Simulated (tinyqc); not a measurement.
# Size effects in the resistivity of thin metal films and interconnect lines, step by step

A worked calculation. Computed by tinyqc, a small Python program that keeps every step. Command: `OMP_NUM_THREADS=1 python tinyqc.py 3004863 3004864 out.jsonl size walk`. One thread of a shared host (Intel(R) Xeon(R) Processor @ 2.30GHz), about 0.01 s of CPU time with the checks. Intermediate numbers are printed to about 6 digits and carried at full precision; extremes and crossings named in words are read from the listed rows.

Electrons lose their drift at surfaces (a share 1 - p of the hits) and at grain boundaries (reflection R), besides bulk scattering. The line sits in a trench with a non-conducting liner on both walls and the bottom; the spacing equals the drawn width.

Inputs (values chosen for the exercise, modelled on platinum):
```
quantity                                   value         unit
bulk resistivity rho_b                      10.4  microohm cm
bulk mean free path lambda                  7.38           nm
specularity p                               0.58            -
grain-boundary reflection R                 0.53            -
drawn line width w                            50           nm
grain size over metal width                  2.7            -
aspect ratio (height over width)             1.2            -
liner thickness t                            0.5           nm
line length                                  260   micrometre
permittivity of the dielectric k             2.2            -
competitor: rho_b relative to this metal       4            -
competitor: lambda relative to this metal   0.22            -
competitor: liner relative to t                0            -
```

Geometry: line.

Constants: eps_0 = 8.8541878128e-12 F/m.

## Metal cross-section

Metal width w_m = w - 2t, height h_m = (aspect ratio) w - t, grain size D = (ratio) w_m.

metal width w_m = 49 nm

metal height h_m = 59.5 nm

grain size D = 132.3 nm

share of the trench filled by metal = 97.1833 %

## Grain boundaries

Mayadas-Shatzkes: alpha = (lambda/D) R/(1 - R); rho_b/rho = 1 - 3 alpha/2 + 3 alpha^2 - 3 alpha^3 ln(1 + 1/alpha).

alpha = 0.0629035

rho/rho_b from grains = 1.09241

The linear estimate 1 + 3 alpha/2 gives 1.094, within 2 %.

## Surfaces

Fuchs-Sondheimer film: rho_b/rho = 1 - (3/(2 kappa))(1 - p) int_0^1 (s - s^3)(1 - exp(-kappa/s))/(1 - p exp(-kappa/s)) ds, f = rho/rho_b, kappa = thickness/lambda, 80 Gauss-Legendre points. Line: the excess of a film of thickness w_m and of a film of thickness h_m are added, rho/rho_b = 1 + (f(w_m) - 1) + (f(h_m) - 1), an estimate that holds best when both sides exceed lambda.

kappa = w_m/lambda = 6.63957

f(w_m) = 1.02430

f(h_m) = 1.01992

rho/rho_b from surfaces = 1.04422

## Resistance and delay

Total: rho = rho_b [1 + surface excess + grain excess]; resistance per length rho/(w_m h_m); capacitance per length C = 2 k eps_0 (aspect ratio + 1/2), a parallel-plate estimate for two neighbours plus a fixed term for the planes above and below; delay 0.38 R C L^2; effective resistivity per drawn area.

resistivity rho = 11.8210 microohm cm

resistance per length = 40.5454 ohm/micrometre

capacitance per length = 0.0662293 fF/micrometre

RC delay = 68.9798 ps

effective resistivity per drawn area = 12.1636 microohm cm

Of the factor 1.17 over bulk, scattering gives 1.14 and the liner 1.03; within scattering, grain boundaries outweigh surfaces (0.09 against 0.04, grains first).

## A short-path metal as competitor

w_m = w - 2t, h_m = (aspect ratio) w - t, D = (ratio) w_m; rho = rho_b [1 + surface excess + grain excess]. Effective resistivity rho (aspect ratio) w^2/(w_m h_m) for the metal with its liner, for the same metal without liner, and for a competitor with its own rho_b, lambda and liner, and for that competitor with the liner t; p, R, aspect and grain ratios are the same.

Effective resistivity (microohm cm):
```
w (nm)  this metal  without liner  competitor  competitor, liner t
200        10.8285        10.7503     41.9089              42.2088
100        11.2647        11.0992     42.2173              42.8280
50         12.1636        11.7951     42.8332              44.0983
30         13.4222        12.7220     43.6529              45.8618
20         15.0993        13.8800     44.6755              48.1855
14         17.4361        15.3656     45.9883              51.3848
10         20.8953        17.3353     47.7368              56.0622
7          26.9317        20.2609     50.3583              64.1029
5          36.9486        24.1084     53.8531              77.1835
```

The competitor does not win at any width listed. In narrow lines rho scales as rho_b lambda/w, and the product rho_b lambda of the competitor is 0.88 times this metal's. At the narrowest width the liner costs this metal a factor 1.53. With the same liner the competitor wins nowhere in the table; at the narrowest width the thinner liner lowers it from 77.2 to 53.9. Rows with w - 2t below lambda stretch the additive estimate. Metal widths below about 5 nm are outside this semiclassical model.

Checks made by the program: grain-boundary formula against its angular integral 3 int_0^1 c^3/(c + alpha) dc (relative difference below 1e-10).
